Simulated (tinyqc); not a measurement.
One-electron ion in a basis of Gaussians, step by step. One step of it, computed by the program tinyqc.

Question. Generalised eigenproblem. Solve H C = S C e through S^(-1/2); each column has its largest component positive (the first on a tie).

H = T + V (hartree), lower triangle:
```
           1          2          3          4          5           6
1  -3.312727
2  -3.636768  -3.816039
3  -3.771854  -3.992771  -2.095938
4  -3.590856  -4.643853  -1.466377   7.357474
5  -3.161779  -4.949197  -3.657682  10.785084  40.232116
6  -2.649509  -4.668550  -5.725521   4.247240  52.127451  139.642406
```

S, lower triangle:
```
          1         2         3         4         5         6
1  1.000000
2  0.844525  1.000000
3  0.541580  0.844698  1.000000
4  0.296431  0.541787  0.844719  1.000000
5  0.150777  0.296474  0.541668  0.844586  1.000000
6  0.074430  0.150825  0.296441  0.541595  0.844651  1.000000
```

Give: eigenvalues of S; eigenvalues; coefficients.

Answer.

eigenvalues of S: 0.009  0.040  0.158  0.547  1.618  3.629

eigenvalues (hartree): -4.495  0.236  10.112  39.760  126.844  382.931

coefficients:
```
       1       2       3       4       5       6
1  0.406   1.891  -1.499   0.829  -0.445   0.244
2  0.403  -1.820   3.629  -2.713   1.537  -0.838
3  0.214   0.265  -2.881   4.411  -3.164   1.794
4  0.081  -0.222   0.536  -3.339   4.466  -3.106
5  0.017   0.032  -0.215   0.649  -3.215   4.032
6  0.014  -0.020   0.018  -0.168   0.395  -2.598
```

For Z = 3 and l = 0 the exact lowest level is -Z^2/(2 n^2) with n = l + 1: -4.500000 hartree.
